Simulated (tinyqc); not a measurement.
## CMOS inverter, nodal equation and switching: effect of the temperature

An n-channel pull-down (bn, VTn) and a p-channel pull-up (bp, VTp) share the input Vin and the output node Vout, which carries the load C. Transistor (EKV form, voltages against the body): I = 2 n b Vt^2 [F(vp - Vs) - F(vp - Vd)] from drain to source, F(v) = ln^2(1 + exp(v/(2 Vt))), vp = (Vg - VT + sg |Vd - Vs|)/n. n-channel bodies are at 0; for the p-channel device all voltages are counted down from Vdd. b in uA/V^2 gives I in uA. Static: In = Ip. Transient: C dVout/dt = Ip - In. No velocity saturation, no gate capacitance beyond C.

VM solves In = Ip with Vin = Vout; VIL and VIH are the inputs of gain -1, NML = VIL - Vout(VIH), NMH = Vout(VIL) - VIH. For a step input the delay to Vdd/2 is tHL = C times the integral of dV/(In - Ip) from Vdd/2 to Vdd at Vin = Vdd, and tLH likewise with Ip - In from 0 to Vdd/2 at Vin = 0. Thresholds, gain factors and n are held fixed.

Inputs (values chosen for the exercise): supply voltage Vdd = 1 V; slope factor n = 1.19; drain-induced barrier lowering sg = 0.111; n-channel threshold VTn = 0.44 V; p-channel threshold (magnitude) VTp = 0.27 V; gain factor of the pull-down transistor bn = 220 uA/V^2; gain factor of the pull-up transistor bp = 220 uA/V^2; load capacitance C = 0.36 fF.

Constants: q = 1.602176634e-19 C, kB = 1.380649e-23 J/K, Vt = kB T/q. Results are converted to the units shown.

Effect of the temperature:
```
T (K)	VM (V)	gain at VM	NML (V)	NMH (V)	tHL (ps)	tLH (ps)
220	0.5765	-9.009	0.4424	0.2724	4.716	2.972
250	0.5765	-9.009	0.4414	0.2714	4.717	2.972
280	0.5765	-9.009	0.4402	0.2702	4.717	2.973
310	0.5765	-9.008	0.4387	0.2687	4.718	2.975
340	0.5765	-9.006	0.4369	0.2669	4.719	2.976
370	0.5765	-9.003	0.4350	0.2650	4.720	2.977
400	0.5765	-8.997	0.4329	0.2629	4.721	2.979
430	0.5765	-8.987	0.4306	0.2606	4.722	2.980
```

What does the comparison show?

As T goes from 220 to 430 K, VM stays near 0.577 V, the size of the gain stays near 9.00, tHL stays near 4.72 ps and tLH stays near 2.98 ps. The smaller margin is largest, 0.272 V, at T = 220 K among the rows. In every row the overdrive passes 0.5 V, where velocity saturation, left out here, would lengthen the delays of short devices.

Computed by the program tinyqc: `OMP_NUM_THREADS=1 python tinyqc.py 2340124 2340125 out.jsonl`, one thread of a shared Intel Xeon 2.30GHz, about 0.04 s for the whole run.
